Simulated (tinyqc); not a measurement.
p-n diode, drift-diffusion by the Gummel loop with Scharfetter-Gummel fluxes: one step of the calculation.

Abrupt junction at x = 0, p side from -Lp, n side to Ln, ohmic contacts. psi is counted from the intrinsic level; n = ni exp((psi - phin)/Vt), p = ni exp((phip - psi)/Vt). Contacts: p side psi = V - Vt ln(Na/ni), p = Na, n = ni^2/Na; n side psi = Vt ln(Nd/ni), n = Nd, p = ni^2/Nd. Constant mobilities, D = mu Vt, Boltzmann statistics, SRH recombination through a mid-gap level, U = (n p - ni^2)/(tp (n + ni) + tn (p + ni)). Current is positive from the p contact to the n contact.

Question. Recombination and current. U_i as defined. J = Jn at the p contact + Jp at the n contact + q sum w_i U_i - q G sum w_i over the inner nodes, which avoids differences of large majority fluxes: Jn = (q mun Vt/h_0)[n_1 B(d_0) - n_0 B(-d_0)], Jp = (q mup Vt/h_last)[p_(N-1) B(d_last) - p_N B(-d_last)], d_i = (psi_(i+1) - psi_i)/Vt, B(d) = d/(exp(d) - 1), w_i = (h_(i-1) + h_i)/2.

Parameters, values chosen for the exercise; band and dielectric values close to those of silicon: temperature T = 300 K; electron mobility mun = 990 cm^2/(V s); hole mobility mup = 410 cm^2/(V s); SRH lifetime of electrons tn = 1e-10 s; SRH lifetime of holes tp = 9e-7 s; uniform generation rate G = 0 cm^-3 s^-1.

Constants: q = 1.602176634e-19 C, kB = 1.380649e-23 J/K, Vt = kB T/q. Results are converted to the units shown.

```
node	x (nm)	converged psi (V)	converged n (cm^-3)	converged p (cm^-3)
0	-2700	-0.04521525	2000.4864	3.8e16
1	-1580	-0.04521527	6.5822725e7	3.8000000e16
2	-909	-0.04521528	2.5946853e8	3.8000000e16
3	-504	-0.04521522	5.9677765e8	3.7999901e16
4	-261	-0.04520310	9.8271172e8	3.7982089e16
5	-115	-0.04441580	1.3587778e9	3.6842811e16
6	-26.5	-0.02552489	3.2066465e9	1.7741868e16
7	26.5	0.10227638	4.5552276e11	1.2648297e14
8	127	0.27097290	3.1088651e14	1.8531587e11
9	319	0.34397001	5.2347990e15	1.0754178e10
10	684	0.34786906	6.0869740e15	7.9176120e9
11	1380	0.34792410	6.0999541e15	5.1725452e9
12	2700	0.34792426	6.1e15	12462.046
```

ni = 8.7188579e9 cm^-3

Give: U; Jn at the p contact; Jp at the n contact; recombination; generation; J.

Answer.

U, node 0 to 12 (cm^-3 s^-1): 0  6.568e17  2.589e18  5.955e18  9.805e18  1.355e19  3.187e19  1.338e20  2.059e17  1.195e16  8.797e15  5.747e15  0
Jn at the p contact = 2.410e-6 A/cm^2
Jp at the n contact = 6.655e-5 A/cm^2
recombination = 3.201e-4 A/cm^2
generation = 0 A/cm^2
J = 3.890e-4 A/cm^2

Program tinyqc, `OMP_NUM_THREADS=1 python tinyqc.py 2240117 2240118 out.jsonl`; Intel Xeon 2.30GHz, shared host, one thread, about 0.2 s.
